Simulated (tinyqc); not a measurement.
Voltage acceleration of oxide breakdown, four models on the same data: lifetime against voltage in four models.

Field E = V/tox in MV/cm. Models: ln(t63/1 s) = a - c X with X = E (E model), -1/E (1/E model), ln V (power law, c the exponent n) or sqrt(E).

a and c were fitted to stress data from 4.8 to 6.38 V. Project to Vu, multiply by exp[(Ea q/kB)(1/Tu - 1/Ts)] and by ks; ten years are 3.15576e8 s.

Parameters, values chosen for the exercise:

| symbol | value | unit | meaning |
|---|---|---|---|
| tox | 4.5 | nm | oxide thickness |
| Ts | 423 | K | stress temperature |
| Tu | 358 | K | use temperature |
| Ea | 0.64 | eV | activation energy |
| ks | 3.9e-6 |  | factor for area and percentile |

Constants: q = 1.602176634e-19 C, kB = 1.380649e-23 J/K. Results are converted to the units shown.

```
model         c         a
E       2.53000   40.0757
1/E     379.052  -22.2847
power   31.1210   61.9954
sqrt E  17.7688   71.1685
```

Lifetime against voltage in four models:
```
Vu (V)  log10 years, E  log10 years, 1/E  log10 years, power  log10 years, sqrt E
2.24            0.4117             11.87               4.501                2.167
2.73           -0.7848             5.934               1.827               0.3773
3.21            -1.957             1.876             -0.3622               -1.226
3.7             -3.153            -1.180              -2.282               -2.743
4.18            -4.325            -3.479              -3.931               -4.135
4.67            -5.522            -5.339              -5.429               -5.475
5.15            -6.694            -6.817              -6.751               -6.721
5.64            -7.890            -8.067              -7.980               -7.935
```

What does the comparison show?

The four agree within 0.18 decades in the last row, inside the stress range, and part by 11.5 decades in the first. The local exponent -d ln t/d ln V is c E for the E model, which shrinks as V falls, constant for the power law, and c/E for the 1/E model, which grows as V falls.

Range of the model: All four laws are empirical fits; none is established far below the stress range.

Numbers from tinyqc (`OMP_NUM_THREADS=1 python tinyqc.py 2070090 2070091 out.jsonl`; about 0.01 s on one thread of a shared Intel Xeon 2.30GHz).
